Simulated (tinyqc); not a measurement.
## Read current of a NAND string, cells in series solved by shooting: effect of the bit-line voltage

Cells in series, numbered from 0 at the source line (0 V) to the bit line, each followed by a gap resistance Rg. A cell with gate Vg, threshold VT, source Vs and drain Vd passes I = 2 nf K Vt^2 [F(Vs) - F(Vd)]/(1 + th max(Vg - VT, 0)), F(V) = ln^2(1 + exp((Vg - VT - nf V)/(2 nf Vt))). The selected cell has Vg = Vr, the others Vg = Vp.

For a trial current I start at 0 V and, cell by cell, solve for the drain: sqrt(F(Vd)) = sqrt(F(Vs) - I/k), k = 2 nf K Vt^2/(1 + th max(Vg - VT, 0)), Vd = [Vg - VT - 2 nf Vt ln(exp(sqrt F) - 1)]/nf, then add I Rg. The string current is the I for which the last node reaches Vbl. The apparent threshold is the Vr at which I = Is. Background: all other cells erased (VT = Ve) or all in the highest state (VT = Vh); ratio and shift are high over erased and high minus erased. The string has 64 cells and the selected one is cell 32.

Values chosen for this exercise; values of the order met in vertical NAND strings:
- T = 300 K (temperature)
- K = 18 uA/V^2 (gain factor of a cell)
- nf = 2 (slope factor)
- th = 0.02 1/V (mobility reduction factor)
- Rg = 1.6 kohm (resistance of the gap between cells)
- Vp = 5.8 V (pass voltage)
- Ve = -1.7 V (threshold of an erased cell)
- Vh = 3.8 V (threshold of the highest state)
- Vx = 1.9 V (threshold of the selected cell)
- Is = 10 nA (sensing current)
- Vr = 2.8 V (read voltage on the selected word line)

Constants: q = 1.602176634e-19 C, kB = 1.380649e-23 J/K, Vt = kB T/q. Results are converted to the units shown.

Result of one run:

| Vbl (V) | I, others erased (uA) | I, others high (uA) | ratio | apparent VT, erased (V) | apparent VT, high (V) | background shift (mV) |
|---|---|---|---|---|---|---|
| 0.6 | 0.6885 | 0.2099 | 0.3049 | 1.850 | 1.863 | 13.13 |

What becomes of these results when the bit-line voltage Vbl is changed from 0.6 to 0.2 V, all else the same?

Result of the changed run:

| Vbl (V) | I, others erased (uA) | I, others high (uA) | ratio | apparent VT, erased (V) | apparent VT, high (V) | background shift (mV) |
|---|---|---|---|---|---|---|
| 0.2 | 0.2722 | 0.09070 | 0.3331 | 1.850 | 1.863 | 13.17 |

The whole series:

| Vbl (V) | I, others erased (uA) | I, others high (uA) | ratio | apparent VT, erased (V) | apparent VT, high (V) | background shift (mV) |
|---|---|---|---|---|---|---|
| 0.1 | 0.1395 | 0.04787 | 0.3433 | 1.852 | 1.867 | 14.93 |
| 0.2 | 0.2722 | 0.09070 | 0.3331 | 1.850 | 1.863 | 13.17 |
| 0.3 | 0.3970 | 0.1284 | 0.3234 | 1.850 | 1.863 | 13.13 |
| 0.4 | 0.5114 | 0.1609 | 0.3145 | 1.850 | 1.863 | 13.13 |
| 0.5 | 0.6113 | 0.1880 | 0.3076 | 1.850 | 1.863 | 13.13 |
| 0.6 | 0.6885 | 0.2099 | 0.3049 | 1.850 | 1.863 | 13.13 |
| 0.7 | 0.7302 | 0.2265 | 0.3101 | 1.850 | 1.863 | 13.13 |
| 0.8 | 0.7394 | 0.2379 | 0.3217 | 1.850 | 1.863 | 13.13 |

As Vbl goes from 0.1 to 0.8 V, the current with erased neighbours rises from 0.139 to 0.739 uA, that with high neighbours rises from 0.0479 to 0.238 uA and the ratio goes from 0.343 through a minimum of 0.305 (at Vbl = 0.6 among the rows listed) to 0.322. The background shift falls from 14.9 to 13.1 mV.

Numbers from tinyqc (`OMP_NUM_THREADS=1 python tinyqc.py 2142232 2142233 out.jsonl`; about 0.6 s on one thread of a shared Intel Xeon 2.30GHz).
